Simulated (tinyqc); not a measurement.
## Scattering mobility, thermal velocity and mass from two apparent mobilities

Problem. 1/mu_app = 1/mu_0 + 1/mu_B with the ballistic mobility mu_B = vT L/(2 Vt) and vT = sqrt(2 kB T/(pi m)) (non-degenerate carriers); the mean free path is 2 Vt mu_0/vT. Find mu_0, vT, m and the mean free path.

Parameters, values chosen for the exercise:
- T = 300 K (temperature)

Constants: q = 1.602176634e-19 C, kB = 1.380649e-23 J/K, m0 = 9.1093837015e-31 kg, Vt = kB T/q. Results are converted to the units shown.

apparent mobility at L = 15 and 200 nm (cm^2/(V s)): 268.88135  1116.5698

Solution. 1/mu_app is linear in 1/L: the slope is 2 Vt/vT and the intercept 1/mu_0.

mu_0 = 1.50e3 cm^2/(V s)
vT = 1.13e7 cm/s
m = 0.227 m0
mean free path = 68.7 nm

Computed by the program tinyqc: `OMP_NUM_THREADS=1 python tinyqc.py 2380025 2380026 out.jsonl`, one thread of a shared Intel Xeon 2.30GHz, about 0.01 s for the whole run.
